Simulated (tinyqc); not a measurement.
From results back to parameters: free-carrier optics of a doped semiconductor (Drude model with one polar phonon). Two cases, with inputs chosen for the exercise.

Problem. The upper coupled mode solves E^4 - (wL^2 + Ep^2) E^2 + Ep^2 wT^2 = 0 with wL = wT sqrt(es/ei); N is hidden.

eps(E) = ei [1 - Ep^2/(E^2 + i E Gam)] + (es - ei) wT^2/(wT^2 - E^2 - i E gT), with Ep^2 = 8 pi c (e^2/(4 pi eps0)) N/(m ei), c = hbar^2/2m0, N in 1/angstrom^3 (1e-24 per 1/cm^3); Gam = hbar/tau, tau = mu m m0/e with m0/e = 5.685630e-12 kg/C and mu in m^2/(V s). Energies in meV.

Constants: hbar^2/2m0 = 3.80998211 eV angstrom^2; e^2/(4 pi eps0) = 14.39964547 eV angstrom.

Find: Ep; N; L-.

Method. Ep^2 = L+^2 (L+^2 - wL^2)/(L+^2 - wT^2); the product of the roots gives L- = Ep wT/L+.

Case 1.

Values chosen (mass and dielectric values near those of SiC; N and mu are free inputs; interband absorption and the rise of the mass with filling are left out; the results hold for these values, not for the real material): m = 0.427 m0 (conductivity mass); ei = 6.64 (high-frequency dielectric constant); wT = 100.5 meV (TO phonon); es = 9.89 (static dielectric constant).

L+ = 122.8963 meV

Solution.

Ep = 13.41 meV
N = 3.70e+17 1/cm^3
L- = 10.97 meV

Case 2.

Values chosen (mass and dielectric values near those of SiC; N and mu are free inputs; interband absorption and the rise of the mass with filling are left out; the results hold for these values, not for the real material): m = 0.412 m0 (conductivity mass); ei = 6.62 (high-frequency dielectric constant); wT = 97.2 meV (TO phonon); es = 9.71 (static dielectric constant).

L+ = 118.0018 meV

Solution.

Ep = 14.40 meV
N = 4.10e+17 1/cm^3
L- = 11.86 meV

Computed by tinyqc, one run a case: `OMP_NUM_THREADS=1 python tinyqc.py N N+1 out.jsonl` with N = 1652270, 1652319; one thread of a shared Intel(R) Xeon(R) Processor @ 2.30GHz, about 0.01 s a run at most.
